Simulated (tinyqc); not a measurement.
From results back to parameters: band gaps under pressure and temperature from deformation potentials. Two cases, with inputs chosen for the exercise.

Problem. A gap moves by a ln(V/V0) with V/V0 = (1 + Bp P/B0)^(-1/Bp). B0 and the shifts at two pressures are given.

Case 1.

Values chosen (out of a larger set: near those of GaAs, the X and L potentials typical of such crystals; not measured data): P12 = (2, 10) GPa (two pressures).

B0 = 77.9667 GPa

shifts at the two pressures (eV): 0.2018038  0.8342564

Case 2.

Values chosen (out of a larger set: near those of GaSb, the X and L potentials typical of such crystals; not measured data): P12 = (5, 6) GPa (two pressures).

B0 = 56.8667 GPa

shifts at the two pressures (eV): 0.6221972  0.7258736

Find: ratio of the shifts; Bp; a.

Solution. The ratio of the shifts, ln(1 + Bp P2/B0)/ln(1 + Bp P1/B0), falls steadily from P2/P1 as Bp grows and so fixes Bp; then a = -shift x Bp/ln(1 + Bp P/B0).

Case 1.

ratio of the shifts = 4.1340
Bp = 4.78
a = -8.34 eV

Case 2.

ratio of the shifts = 1.1666
Bp = 4.29
a = -8.34 eV

Computed by tinyqc, one run a case: `OMP_NUM_THREADS=1 python tinyqc.py N N+1 out.jsonl` with N = 1081153, 1081183; one thread of a shared Intel(R) Xeon(R) Processor @ 2.30GHz, about 0.01 s a run at most.
